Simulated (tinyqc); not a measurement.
Worked calculation (part 2 of 2): G0W0 on RHF in the sto-3g basis, for H6, spin multiplicity 1. Computed by tinyqc, a small Python program that keeps every step (integrals from PySCF). Command: `OMP_NUM_THREADS=1 python tinyqc.py 25278 25279 out.jsonl` (the two numbers bound the seeds that draw the settings). One thread of a shared host (Intel(R) Xeon(R) Processor @ 2.60GHz), about 0.05 s of CPU time with the checks.

Geometry (angstrom):
```
atom         x         y         z
H     0.000000  0.000000  0.000000
H     0.000000  0.000000  1.064000
H     0.000000  0.000000  2.419000
H     0.000000  0.000000  3.483000
H     0.000000  0.000000  4.838000
H     0.000000  0.000000  5.902000
```

## G0W0 on Hartree-Fock: LUMO

orbital energies (hartree): MO1 -0.568872, MO2 -0.486470, MO3 -0.373559, MO4 0.244424, MO5 0.472348, MO6 0.716143

Two-electron integrals over orbitals (pq|rs), unique and non-zero (hartree):
```
(11|11) 0.380076    (21|21) 0.124356    (22|11) 0.298924    (22|22) 0.357206
(31|11) 0.076173    (31|22) -0.054441   (31|31) 0.123254    (32|21) -0.116494
(32|32) 0.133834    (33|11) 0.350175    (33|22) 0.312269    (33|31) 0.039297
(33|33) 0.349090    (41|21) 0.036779    (41|32) 0.007277    (41|41) 0.083214
(42|11) 0.054813    (42|22) -0.003614   (42|31) 0.049233    (42|33) 0.011270
(42|42) 0.072582    (43|21) 0.060735    (43|32) -0.058001   (43|41) 0.016293
(43|43) 0.081339    (44|11) 0.350244    (44|22) 0.311926    (44|31) 0.037643
(44|33) 0.341666    (44|42) 0.017892    (44|44) 0.353421    (51|11) 0.008788
(51|22) 0.026901    (51|31) -0.022560   (51|33) -0.011122   (51|42) 0.040195
(51|44) -0.004829   (51|51) 0.050146    (52|21) 0.023646    (52|32) 0.005676
(52|41) 0.056409    (52|43) -0.042384   (52|52) 0.093325    (53|11) -0.060627
(53|22) -0.000871   (53|31) -0.051927   (53|33) -0.021379   (53|42) -0.070206
(53|44) -0.017915   (53|51) -0.036884   (53|53) 0.074189    (54|21) 0.116533
(54|32) -0.129130   (54|41) -0.001465   (54|43) 0.059451    (54|52) -0.004820
(54|54) 0.137001    (55|11) 0.309952    (55|22) 0.361217    (55|31) -0.047750
(55|33) 0.321432    (55|42) -0.000602   (55|44) 0.328090    (55|51) 0.027103
(55|53) -0.002145   (55|55) 0.381404    (61|21) 0.001621    (61|32) 0.015260
(61|41) 0.029882    (61|43) 0.054790    (61|52) -0.035535   (61|54) -0.013246
(61|61) 0.070299    (62|11) -0.012994   (62|22) -0.030417   (62|31) 0.020761
(62|33) 0.003336    (62|42) -0.038110   (62|44) 0.005440    (62|51) -0.047668
(62|53) 0.040007    (62|55) -0.029863   (62|62) 0.049540    (63|21) 0.039588
(63|32) 0.000952    (63|41) 0.080930    (63|43) 0.017750    (63|52) 0.057205
(63|54) -0.002230   (63|61) 0.029335    (63|63) 0.085364    (64|11) 0.078238
(64|22) -0.049021   (64|31) 0.119913    (64|33) 0.040599    (64|42) 0.051582
(64|44) 0.041535    (64|51) -0.020179   (64|53) -0.053434   (64|55) -0.051140
(64|62) 0.020034    (64|64) 0.128623    (65|21) -0.127882   (65|32) 0.120938
(65|41) -0.038356   (65|43) -0.064620   (65|52) -0.024655   (65|54) -0.125772
(65|61) -0.002572   (65|63) -0.043333   (65|65) 0.142043    (66|11) 0.401198
(66|22) 0.316378    (66|31) 0.080573    (66|33) 0.371456    (66|42) 0.059841
(66|44) 0.377748    (66|51) 0.010399    (66|53) -0.066699   (66|55) 0.335648
(66|62) -0.014960   (66|64) 0.087752    (66|66) 0.442520
```

excitation energies w (hartree): 0.726414  0.778146  0.884183  0.988469  1.057260  1.109320  1.347396  1.370180  1.456639

X + Y:
```
             1          2          3          4          5          6          7          8
1>4  -0.158395   0.000000   0.873444   0.000000   0.078406   0.000000   0.260654   0.000000
1>5   0.000000  -0.080298   0.000000   0.450984   0.000000   0.766095   0.000000  -0.366554
1>6  -0.117915   0.000000  -0.137494   0.000000   0.268568   0.000000  -0.247339   0.000000
2>4   0.000000   0.840854   0.000000  -0.350920   0.000000   0.155195   0.000000  -0.153475
2>5   0.232650   0.000000  -0.235649   0.000000   0.751118   0.000000   0.446866   0.000000
2>6   0.000000   0.034377   0.000000  -0.143451   0.000000   0.544066   0.000000   0.789009
3>4   0.887941   0.000000   0.138644   0.000000  -0.117828   0.000000  -0.033115   0.000000
3>5   0.000000   0.512559   0.000000   0.730440   0.000000  -0.222824   0.000000   0.207520
3>6  -0.054037   0.000000  -0.311797   0.000000  -0.543699   0.000000   0.661026   0.000000

             9
1>4   0.124232
1>5   0.000000
1>6   0.868809
2>4   0.000000
2>5  -0.057740
2>6   0.000000
3>4   0.091133
3>5   0.000000
3>6   0.262452
```

W(p,q,m) = sqrt2 sum_ia (pq|ia) (X+Y)_ia,m; Sigma_c(x) = sum_(i,m) W^2/(x - e_i + w_m) + sum_(a,m) W^2/(x - e_a - w_m); solve x = e_p + Sigma_c(x) by Newton steps; Z = 1/(1 - dSigma/dx); 1 hartree = 27.211386 eV.

The 12 largest terms at x = e_p (hartree; W for the signs of X + Y given):
```
q  m          W       term
1  7   0.130763   0.007914
6  4  -0.097730  -0.006541
5  1   0.075776  -0.006017
2  8  -0.099718   0.004733
3  1   0.074053   0.004079
3  9   0.090714   0.003967
2  4  -0.075176   0.003287
1  9   0.078867   0.002740
2  6   0.052279   0.001485
3  5  -0.049607   0.001469
1  3   0.045689   0.001230
4  4  -0.031569  -0.001008
```

Newton steps (hartree):
```
step         x  Sigma_c(x)         Z
0     0.244424    0.017569  0.970353
1     0.261472    0.017047  0.970272
2     0.261471    0.017047  0.970272
```

quasiparticle energy of the LUMO = 7.115000 eV

Hartree-Fock value = 6.651115 eV
